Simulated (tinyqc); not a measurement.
Alloy A(1-x)B(x) by interpolation with bowing: sweeps and comparisons. A value that a table varies takes the place of the one given here.

Each gap follows E(x) = (1 - x) E_A + x E_B - C x (1 - x); the lattice constant follows Vegard, a(x) = (1 - x) a_A + x a_B.

Mass at Gamma from the Kane formula 1/m = F + Ep (Eg + 2 Dso/3)/(Eg (Eg + Dso)). F is fixed by the masses of A and B and interpolated linearly, as is Ep; Eg and Dso carry their bowing.

Constants: hc = 1239.841984 eV nm.

Values chosen for the exercise (A near InAs, B near InSb; shifted at random, so the results belong to these values and not to a real crystal):
```
symbol  value                  unit      meaning
a       (6.057, 6.471)         angstrom  lattice constant of A, B
Eg      (0.414, 0.237)         eV        gap at Gamma to the s-like level of A, B
EgX     (1.421, 0.63)          eV        gap to the lowest valley along Gamma-X of A, B
EgL     (1.125, 0.927)         eV        gap to L of A, B
C       (0.646, 0.608, 0.622)  eV        bowing of the Gamma, X and L gaps
Dso     (0.388, 0.814)         eV        spin-orbit splitting of A, B
Ep      (21.4, 23.6)           eV        Kane energy of A, B
me      (0.0263, 0.0135)       m0        electron mass at Gamma of A, B
Cs      1.07                   eV        bowing of Dso
x       0.28                             fraction of B
```

## Gaps across the alloy

Eleven compositions.

Gaps (eV):
```
x    a (angstrom)  Gamma      X      L  lowest  wavelength (nm)
0.0        6.0570  0.414  1.421  1.125   Gamma             2995
0.1        6.0984  0.338  1.287  1.049   Gamma             3666
0.2        6.1398  0.275  1.166  0.986   Gamma             4505
0.3        6.1812  0.225  1.056  0.935   Gamma             5505
0.4        6.2226  0.188  0.959  0.897   Gamma             6589
0.5        6.2640  0.164  0.874  0.871   Gamma             7560
0.6        6.3054  0.153  0.800  0.857   Gamma             8116
0.7        6.3468  0.154  0.740  0.856   Gamma             8028
0.8        6.3882  0.169  0.691  0.867   Gamma             7335
0.9        6.4296  0.197  0.654  0.891   Gamma             6308
1.0        6.4710  0.237  0.630  0.927   Gamma             5231
```

What does this show, and why?

The lowest valley is Gamma at every x. The Gamma gap has a minimum inside the range, 0.152 eV at x = (C - (E_B - E_A))/(2C) = 0.637, since the bowing exceeds the difference of the end gaps.

## Three ways to interpolate a mass

Linear in m, linear in 1/m, and the Kane formula.

Masses (m0):
```
x      Eg (eV)  linear in m  linear in 1/m    Kane  Kane m/Eg (1/eV)
0.000    0.414       0.0263         0.0263  0.0263            0.0635
0.125    0.321       0.0247         0.0235  0.0194            0.0604
0.250    0.249       0.0231         0.0213  0.0146            0.0588
0.375    0.196       0.0215         0.0194  0.0115            0.0584
0.500    0.164       0.0199         0.0178  0.0096            0.0586
0.625    0.152       0.0183         0.0165  0.0090            0.0589
0.750    0.160       0.0167         0.0154  0.0094            0.0587
0.875    0.188       0.0151         0.0144  0.0109            0.0581
1.000    0.237       0.0135         0.0135  0.0135            0.0570
```

What can be read from the table?

At x = 0.5 the three give 0.0199, 0.0178 and 0.0096; judged by the largest distance, the Kane value is closer to the interpolation in 1/m (largest distances 0.0103 m0 from the rule in m, 0.0082 m0 from the rule in 1/m), and it dips below both end values, following the bowed gap, which neither rule can do. The ratio m/Eg varies by a factor of 1.12 while the gap varies by 2.72; a constant ratio is the two-band rule m = Eg/Ep at fixed Ep.

## What each parameter does

Gaps at x and the Kane mass. Each row changes one parameter from the base and keeps the others.

Results:
```
case                          Gamma (eV)  X (eV)  L (eV)  mass (m0)
base                              0.2342  1.0769  0.9442     0.0137
x = 0.24                          0.2537  1.1203  0.9640     0.0149
C = (0.746, 0.708, 0.722) eV      0.2140  1.0568  0.9240     0.0126
Eg = (0.435, 0.237) eV            0.2493  1.0769  0.9442     0.0143
EgX = (1.421, 0.598) eV           0.2342  1.0680  0.9442     0.0137
EgL = (1.069, 0.927) eV           0.2342  1.0769  0.9038     0.0137
Ep = (23.5, 26) eV                0.2342  1.0769  0.9442     0.0133
Cs = 1.12 eV                      0.2342  1.0769  0.9442     0.0137
```

What does this show?

The largest shifts from the base row, up to three for each result and ties (the steps differ in size, so this ranks the rows, not the parameters). Gamma (eV): C -0.0202, x +0.0195, Eg +0.0151; unchanged at the printed digits by EgX, EgL, Ep and Cs. X (eV): x +0.0433, C -0.0202, EgX -0.0090; unchanged at the printed digits by Eg, EgL, Ep and Cs. L (eV): EgL -0.0403, C -0.0202, x +0.0199; unchanged at the printed digits by Eg, EgX, Ep and Cs. mass (m0): x +0.0012, C -0.0011, Eg +0.0006; unchanged at the printed digits by EgX, EgL and Cs.

(tinyqc, `OMP_NUM_THREADS=1 python tinyqc.py 1051486 1051487 out.jsonl`, Intel(R) Xeon(R) Processor @ 2.30GHz, 1 thread, shared host, about 0.01 s.)
